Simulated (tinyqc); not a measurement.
Undoped gate-all-around wire MOSFET, analytic charge model: two steps of the calculation.

An undoped round wire of radius R under an insulator shell and a surrounding gate; long channel, electrons only, n = ni exp((psi - V)/Vt) with V the quasi-Fermi potential (0 at the source, Vd at the drain), constant mobility, no quantisation. The radial Poisson equation gives n(r) = n(0)/(1 - (1 - b) r^2/R^2)^2 with b = Q0/(Q + Q0). Q is the electron charge per area of the wire surface.

Parameters, values chosen for the exercise; material values close to those of germanium: temperature T = 350 K; band gap Eg = 0.652 eV; relative permittivity of the semiconductor eps_r = 16; conduction-band density of states at T Nc = 1.3e19 cm^-3; valence-band density of states at T Nv = 7.46e18 cm^-3; relative permittivity of the gate insulator eox = 8.74; insulator thickness tox = 3.8 nm; wire radius R = 5 nm; gate work function less that of the intrinsic body dphi = 0.11 V; gate voltage Vg = 0.45 V.

Constants: q = 1.602176634e-19 C, kB = 1.380649e-23 J/K, Vt = kB T/q, eps0 = 8.8541878128e-14 F/cm where lengths are in cm. Results are converted to the units shown.

Task 1. Constants of the wire. ni = sqrt(Nc Nv) exp(-Eg/(2 Vt)), Eg in volts; Cox = eps0 eox/(R ln(1 + tox/R)); Q0 = 4 eps0 eps_r Vt/R; V0 = dphi + Vt ln[8 eps0 eps_r Vt/(q ni R^2)].

Wanted: ni; Cox; Q0; V0.

Result 1.

ni = 1.991e14 cm^-3
Cox = 2.738 uF/cm^2
Q0 = 341.8 nC/cm^2
V0 = 0.4317 V

Task 2. Charge at the source by Newton steps. With V = 0: f = Q/Cox + Vt ln(Q/Q0) + Vt ln(1 + Q/Q0) - (Vg - V0); f' = 1/Cox + Vt/Q + Vt/(Q + Q0); Q(new) = Q - f/f'.

Q at the start = 34 nC/cm^2
Cox = 2.7377927 uF/cm^2
Q0 = 341.82170 nC/cm^2
V0 = 0.43168093 V

Give: f; f'; Q after iteration 1.

Result 2.

f = -0.07265 V
f' = 0.001333 V cm^2/nC
Q after iteration 1 = 88.52 nC/cm^2

Program tinyqc, `OMP_NUM_THREADS=1 python tinyqc.py 2460060 2460061 out.jsonl`; Intel Xeon 2.30GHz, shared host, one thread, about 0.02 s.
